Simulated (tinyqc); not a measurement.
Across the tunnelling window: band-to-band tunnelling across a p-n junction in a two-band chain.

Sites alternate A at -Eg/2 and C at +Eg/2 with hopping -t; near the edges, with k counted from the zone boundary pi/a, E^2 = (Eg/2)^2 + (t a k)^2, so t = sqrt(c Eg/m)/a gives the mass m, c = hbar^2/2m0. In the gap cosh(q a) = 1 + (Eg^2/4 - e^2)/(2 t^2), e the energy from the local mid-gap. The potential is V0 = Eg + ov on the p side (left), 0 on the n side, and falls linearly over the 2N sites of the junction, V_j = V0 (1 - j/(2N + 1)), j = 1 to 2N, site 1 being A. E = Eg/2 + x ov. A half chain that ends on a site of level e1 with neighbour e2 has g = (1 + z)/(E - e1), z = exp(-/+ i k a) the root with Im g < 0, cos(k a) = (E - e1)(E - e2)/(2 t^2) - 1. S_L = t^2 g (ending on C, shifted by V0), S_R = t^2 g (starting on A). T = 4 Im(S_L) Im(S_R) |G_(1,2N)|^2.

Constants: hbar^2/2m0 = 3.80998211 eV angstrom^2; e^2/h = 3.874045865e-05 S.

Inputs chosen for the exercise (gap and mass near those of GaAs; shifted at random, so the results belong to these values and not to a real crystal):
```
symbol  value   unit      meaning
Eg      1.373   eV        gap
m       0.0742  m0        mass of electron and light hole
a       6       angstrom  period (two sites)
ov      0.23    eV        overlap: top of the valence band on the p side above the conduction edge on the n side
Nw      15                periods in the junction
```

N = Nw. The mean of T over the window uses 12 Gauss-Legendre points in x; the current of one channel with both spins, all states in the window full on the p side and empty on the n side, is (2e^2/h) <T> ov. WKB: exp(-2 I/F), I = pi Eg^2/(8 t a), F = V0/((2N + 1) a/2).

Against energy:
```
x     E (eV)         T  T over WKB
0.02  0.6911  2.36e-05       0.654
0.10  0.7095  4.83e-05       1.340
0.20  0.7325  6.15e-05       1.707
0.35  0.7670  7.02e-05       1.947
0.50  0.8015  7.25e-05       2.011
0.65  0.8360  7.02e-05       1.947
0.80  0.8705  6.15e-05       1.707
0.90  0.8935  4.83e-05       1.340
0.98  0.9119  2.36e-05       0.654
```

mean T = 5.94e-05
current = 0.00106 microampere

How do the results move, and what explains it?

WKB gives one value for the whole window, since the path through the gap is the same. The chain is symmetric about x = 0.5, where it gives 2.01 times WKB; among these rows it is largest at x = 0.5 (2.01), and it has 0.65 at x = 0.02 on its way to zero at the ends, where the velocity in one lead vanishes. The variation comes from the reflections where the field begins and ends, whose distance from the turning points changes with x.

Run: tinyqc, `OMP_NUM_THREADS=1 python tinyqc.py 1450877 1450878 out.jsonl`; Intel(R) Xeon(R) Processor @ 2.30GHz, one thread, shared host; about 0.01 s of CPU time with all checks.
